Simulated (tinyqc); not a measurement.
# Elastic strain and critical thickness of a cubic alloy layer A(1-x)B(x) on a thick substrate, step by step

A worked calculation. Computed by tinyqc, a small Python program that keeps every step. Command: `OMP_NUM_THREADS=1 python tinyqc.py 3023059 3023060 out.jsonl misfit walk`. One thread of a shared host (Intel(R) Xeon(R) Processor @ 2.30GHz), about 0.01 s of CPU time with the checks. Intermediate numbers are printed to about 6 digits and carried at full precision; extremes and crossings named in words are read from the listed rows.

Strain is positive in tension. The layer is coherent with the substrate unless said otherwise.

Inputs (values chosen for the exercise, modelled on Ga(1-x)In(x)As on GaAs):

| quantity | value | unit |
|---|---|---|
| fraction x of B | 0.099 | - |
| lattice constant a_A | 5.653 | angstrom |
| lattice constant a_B | 6.058 | angstrom |
| substrate lattice constant a_S | 5.653 | angstrom |
| layer thickness h | 75 | nm |
| biaxial modulus of the substrate M_S | 133 | GPa |
| substrate thickness t_S | 525 | micrometre |
| wafer diameter W | 100 | mm |
| X-ray wavelength | 1.540593 | angstrom |
| start of the iteration h0/b | 20 | - |

Growth plane: (001). Layer: buried under a thick cap. Misfit dislocation: 60-degree.

C11, C12, C44 of A (GPa): 119.1  53.88  59.59

C11, C12, C44 of B (GPa): 83.9  45.81  39.13

## Alloy by Vegard's rule, and misfit

a = (1 - x) a_A + x a_B, the same rule for each C_ij; misfit f = (a_S - a)/a, the in-plane strain of the coherent layer.

free lattice constant a = 5.693095 angstrom

elastic constants (GPa): C11 115.615, C12 53.081, C44 57.564

misfit f = -0.00704274

The layer is compressed in the plane by 0.70 %.

## Biaxial strain, stress and energy

(001): D = 2 C12/C11, M = C11 + C12 - 2 C12^2/C11. The free surface carries no normal stress, so e_perp = -D f; dV/V = 2 f + e_perp; stress = M f; energy per area = M f^2 h (1 GPa nm = 1 J/m^2).

ratio D = 0.918237

normal strain e_perp = 0.00646691

volume strain dV/V = -0.00761858

biaxial modulus M = 119.955 GPa

in-plane stress = -0.844814 GPa

strain energy per area = 0.446236 J/m^2

## Symmetric X-ray reflection

Reflection 004: d = a_perp/sqrt(16), with a_perp = a (1 + e_perp) for the coherent layer, a for the relaxed layer and a_S for the substrate; sin(theta) = lambda/(2 d).

Bragg angles:

| crystal | a_perp (angstrom) | theta (degrees) | from substrate (arcsec) |
|---|---|---|---|
| substrate | 5.65300 | 33.0283 | 0.00 |
| coherent layer | 5.72991 | 32.5297 | -1794.88 |
| relaxed layer | 5.69309 | 32.7664 | -943.00 |

peak separation of the coherent layer = -1794.88 arcsec

The coherent layer lies 1.90 times as far from the substrate peak as a relaxed one, about 1 + D = 1.92: reading its peak as relaxed would overstate the mismatch by that factor.

## Isotropic constants and the prefactor A

Voigt averages: G = (C11 - C12 + 3 C44)/5, B = (C11 + 2 C12)/3, nu = (3 B - 2 G)/(2 (3 B + G)); b = a/sqrt(2). The 60-degree dislocation has cos alpha = 1/2, and cos lambda = 1/2 on (001). Matthews-Blakeslee: h_c = A [ln(h_c/b) + 1], A = b (1 - nu cos^2 alpha)/(4 pi |f| (1 + nu) cos lambda), the factor 4 pi being that of a buried layer, with a dislocation at both interfaces.

shear modulus G = 47.0455 GPa

Poisson ratio nu = 0.237492

Burgers vector b = 0.402563 nm

prefactor A = 6.91492 nm

## Critical thickness by fixed-point iteration

Start at h0, put the right side back in, and stop when the change is below 1e-9 h or h turns negative.

Iteration:

| step | h in (nm) | h out (nm) | change (nm) |
|---|---|---|---|
| 1 | 8.0513 | 27.6302 | 1.95789e+01 |
| 2 | 27.6302 | 36.1568 | 8.52665e+00 |
| 3 | 36.1568 | 38.0166 | 1.85982e+00 |
| 4 | 38.0166 | 38.3635 | 3.46841e-01 |
| 5 | 38.3635 | 38.4263 | 6.28015e-02 |
| 6 | 38.4263 | 38.4376 | 1.13106e-02 |
| 7 | 38.4376 | 38.4396 | 2.03507e-03 |
| 8 | 38.4396 | 38.4400 | 3.66099e-04 |
| 9 | 38.4400 | 38.4400 | 6.58573e-05 |
| 10 | 38.4400 | 38.4401 | 1.18470e-05 |
| 11 | 38.4401 | 38.4401 | 2.13113e-06 |
| 12 | 38.4401 | 38.4401 | 3.83366e-07 |
| 13 | 38.4401 | 38.4401 | 6.89631e-08 |
| 14 | 38.4401 | 38.4401 | 1.24057e-08 |

critical thickness h_c (Matthews-Blakeslee) = 38.4401 nm

Converged; near the root each step shrinks the error by A/h_c = 0.180. h_c is 95.5 Burgers vectors.

## Equilibrium strain at the thickness h

For h > h_c the same force balance gives the strain left, |e| = |f| A [ln(h/b) + 1]/h, and below h_c e = f; relaxation = 1 - e/f; dislocations per length across each line direction = (|f| - |e|)/(b cos lambda).

strain left e = -0.00404365

relaxation = 42.5841 %

dislocation line density = 14.9000 1/micrometre

h is 1.95 h_c: in equilibrium dislocations lie 67.1 nm apart; slow nucleation and glide can keep a real layer more strained.

## Wafer curvature of the coherent layer

Stoney: curvature = 6 |stress| h/(M_S t_S^2); radius = 1/curvature; bow = curvature W^2/8.

curvature = 0.0103706 1/m

radius of curvature = 96.4265 m

bow = 12.9632 micrometre

Caution: the curvature assumes a coherent layer, but h exceeds h_c.

## Force balance against energy balance

People-Bean: h_c = P ln(h_c/b), P = (1 - nu)/(1 + nu) b^2/(16 pi sqrt(2) a f^2). The misfit is scaled by 0.25, 0.4, 0.6, 1, 1.5, 2.2 at fixed a, b and nu; the upper root is taken, and rows with A < 1.3 b or P < 3 b, where the roots shrink to the core size or vanish, are left out.

Critical thickness:

| \|f\| (%) | Matthews-Blakeslee (nm) | People-Bean (nm) | ratio |
|---|---|---|---|
| 0.17607 | 199.277 | 7863.67 | 39.4611 |
| 0.28171 | 115.052 | 2744.46 | 23.8541 |
| 0.42256 | 71.165 | 1092.48 | 15.3514 |
| 0.70427 | 38.440 | 334.40 | 8.6993 |
| 1.05641 | 23.323 | 127.26 | 5.4565 |
| 1.54940 | 14.383 | 49.44 | 3.4378 |

The exponents d ln h_c/d ln f are -1.17 and -2.24 between the first rows, steeper than the -1 and -2 of the prefactors because of the logarithm. The ratio falls from 39.5 to 3.44 as the misfit grows. Where People-Bean lies above, a layer between the lines is metastable: dislocations would lower the energy but have to be nucleated. People-Bean has no form for a buried layer.

Checks made by the program: D and M against the full stiffness tensor (relative difference below 1e-10); h_c against the Lambert function, -A W_(-1)(-b/(A e)) (relative difference below 1e-10).
